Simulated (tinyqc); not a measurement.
Finite-difference solution of the diffusion equation on a small grid. Changing the time step dt. Computed by tinyqc, a small Python program. Command: `OMP_NUM_THREADS=1 python tinyqc.py 3022831 3022832 out.jsonl fdiff sweep`. One thread of a shared host (Intel(R) Xeon(R) Processor @ 2.30GHz), about 0.02 s of CPU time with the checks.

dC/dt = D d2C/dx2 on nodes x_j = j dx, j = 0..11; the far end is sealed.

Inputs (values chosen for the exercise): diffusivity D = 21 nm^2/s; grid spacing dx = 5 nm; final time t_f = 2.72 s.

Boundary at x = 0: sealed surface. Scheme: explicit.

start values C_j, j = 0, 1, ... (% of a reference): 76.8  100  78.2  30.9  9.53  0  0  0  0  0  0  0

Method:
- The operator M acts as (M C)_j = C_(j-1) - 2 C_j + C_(j+1); at the sealed far end a mirror node gives 2 C_(N-2) - 2 C_(N-1); at j = 0, a mirror node gives 2 C_1 - 2 C_0.
- r = D dt/dx^2.
- With r = D dt/dx^2: (1 - theta r M) C(new) = (1 + (1 - theta) r M) C(old); theta = 0 explicit, 1 implicit, 1/2 Crank-Nicolson.
- The run takes n = round(t_f/dt) steps of length t_f/n.
- The dose is the trapezoidal sum of C dx; the error is the largest difference from exp(M D t/dx^2) C(0), the exact time evolution on the same grid.

One run for each value:
```
time step dt (s)  largest error at t_f (%)  mesh ratio r  final C_6 (%)  final dose (% nm)
0.010625                            0.0211      0.008925          7.308            1285.15
0.021250                            0.0423      0.017850          7.314            1285.15
0.042500                            0.0846      0.035700          7.327            1285.15
0.085000                            0.1694      0.071400          7.354            1285.15
0.170000                            0.3452      0.142800          7.410            1285.15
0.340000                            0.7398      0.285600          7.533            1285.15
```

What does the table show, and why?

Over the rows, largest error at t_f (%) rises from 0.0211 to 0.740 (exponent d ln y / d ln x 1.0 between the first rows and 1.1 between the last). At the low end the exponent of largest error at t_f is 1.00, close to 1: first order in the step.

Extremes, crossings and ranges named in words are read from the listed rows.
